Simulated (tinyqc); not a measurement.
Resistance of a source-drain extension with a graded tip: abruptness at a fixed junction position.

y runs along the channel, the gate covers y > 0. The doping is N0 for y < y0 and N0 10^(-(y - y0)/la) beyond, uniform over the depth xj. Sheet conductance s(y) = q mu(N) max(N - Nch, 0) xj + (for y > 0) ma Cox Vo, with mu(N) = u0 + (u1 - u0)/(1 + (N/Nr)^au) and Cox = eps0 eox/tox. Current is taken as one-dimensional; depletion of the tip, spreading and the contact are left out. The metallurgical junction lies at yj, where N = Nch.

R_spacer = integral of dy/s from -Ls to 0, R_ov from 0 to yj, R_channel = (Lg - 2 yj)/(ma Cox Vo), R_total = 2 R_spacer + 2 R_ov + R_channel. Electrical length L_eff = ma Cox dR_total/d(1/Vo); R_series = R_total - L_eff/(ma Cox Vo). y0 is moved with la so that yj stays at 7.9749 nm.

Inputs (values chosen for the exercise); mobility law close to that of holes in silicon:
```
symbol    value        unit                                                               meaning
eox        22.3              relative permittivity of the gate insulator (close to hafnium oxide)
tox         4.5          nm                                                   insulator thickness
N0       9.9e19       cm^-3                      active doping of the extension far from the gate
xj           10          nm                                                depth of the extension
Nch      2.3e18       cm^-3                                                        channel doping
Ls           12          nm                                                         spacer length
Vo         0.75           V                                                        gate overdrive
ma           72  cm^2/(V s)                                    mobility of the gate-induced layer
u1        470.5  cm^2/(V s)                                                mobility at low doping
u0         44.9  cm^2/(V s)                                               mobility at high doping
Nr      2.23e17       cm^-3                                                      reference doping
au        0.719                                                                          exponent
Lg           40          nm                                                           gate length
```

Constants: q = 1.602176634e-19 C, eps0 = 8.8541878128e-14 F/cm where lengths are in cm. Results are converted to the units shown.

The same in every row: yj (nm) = 7.975; R_channel (ohm um) = 101.5.

Result of one run:

| R_spacer (ohm um) | R_ov (ohm um) | R_total (ohm um) | L_eff (nm) | R_series (ohm um) |
|---|---|---|---|---|
| 26.66 | 27.14 | 209.1 | 34.64 | 62.90 |

Which lateral abruptness la gave this result: 2.3, 3.6, 4.9, 7.4 or 8.7 nm/decade?

la = 8.7 nm/decade.

The whole series:

| la (nm/decade) | R_spacer (ohm um) | R_ov (ohm um) | R_total (ohm um) | L_eff (nm) | R_series (ohm um) |
|---|---|---|---|---|---|
| 1 | 15.44 | 10.59 | 153.6 | 26.21 | 42.97 |
| 2.3 | 15.44 | 14.14 | 160.7 | 27.88 | 43.00 |
| 3.6 | 15.44 | 17.69 | 167.8 | 29.56 | 43.02 |
| 4.9 | 15.44 | 21.24 | 174.9 | 31.23 | 43.05 |
| 6.1 | 16.61 | 23.91 | 182.6 | 32.62 | 44.90 |
| 7.4 | 20.42 | 25.84 | 194.0 | 33.77 | 51.47 |
| 8.7 | 26.66 | 27.14 | 209.1 | 34.64 | 62.90 |
| 10 | 35.08 | 28.07 | 227.8 | 35.30 | 78.80 |

As la goes from 1 to 10 nm/decade, R_total rises from 154 to 228 ohm um, R_spacer rises from 15.4 to 35.1 ohm um and R_ov rises from 10.6 to 28.1 ohm um. R_total changes on average by 8.25 ohm um for each nm/decade. L_eff exceeds the metallurgical length by 2.16 nm in the first row and 11.3 nm in the last, since the gate also controls the lightly doped tips.

Program tinyqc, `OMP_NUM_THREADS=1 python tinyqc.py 2282168 2282169 out.jsonl`; Intel Xeon 2.30GHz, shared host, one thread, about 0.03 s.
